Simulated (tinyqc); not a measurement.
From results back to parameters: conductance of a narrow metal strip with scatterers (square lattice, Green functions). Four cases, with inputs chosen for the exercise.

Problem. Boundaries with reflection R, a distance dg apart, add incoherently to the scattering in a one-dimensional channel: rho/rho0 = 1 + (lam/dg) R/(1 - R). The ratio comes from a hidden R.

Find: R; effective mean free path lam rho0/rho.

Method. y = (rho/rho0 - 1) dg/lam = R/(1 - R), so R = y/(1 + y).

Case 1.

Values chosen (out of a larger set: hopping and spacing of the size met in Cu or Al; the lattice is a model; not measured data): lam = 27 nm (bulk mean free path); dg = 13 nm (distance between boundaries).

rho/rho0 = 3.16170

Solution.

R = 0.510
effective mean free path lam rho0/rho = 8.54 nm

Case 2.

Values chosen (out of a larger set: hopping and spacing of the size met in Cu or Al; the lattice is a model; not measured data): lam = 29 nm (bulk mean free path); dg = 32 nm (distance between boundaries).

rho/rho0 = 1.44636

Solution.

R = 0.330
effective mean free path lam rho0/rho = 20.05 nm

Case 3.

Values chosen (out of a larger set: hopping and spacing of the size met in Cu or Al; the lattice is a model; not measured data): lam = 37 nm (bulk mean free path); dg = 19 nm (distance between boundaries).

rho/rho0 = 2.19355

Solution.

R = 0.380
effective mean free path lam rho0/rho = 16.87 nm

Case 4.

Values chosen (out of a larger set: hopping and spacing of the size met in Cu or Al; the lattice is a model; not measured data): lam = 22 nm (bulk mean free path); dg = 51 nm (distance between boundaries).

rho/rho0 = 1.64706

Solution.

R = 0.600
effective mean free path lam rho0/rho = 13.36 nm

Computed by tinyqc, one run a case: `OMP_NUM_THREADS=1 python tinyqc.py N N+1 out.jsonl` with N = 1450809, 1450873, 1450882, 1450914; one thread of a shared Intel(R) Xeon(R) Processor @ 2.30GHz, about 0.01 s a run at most.
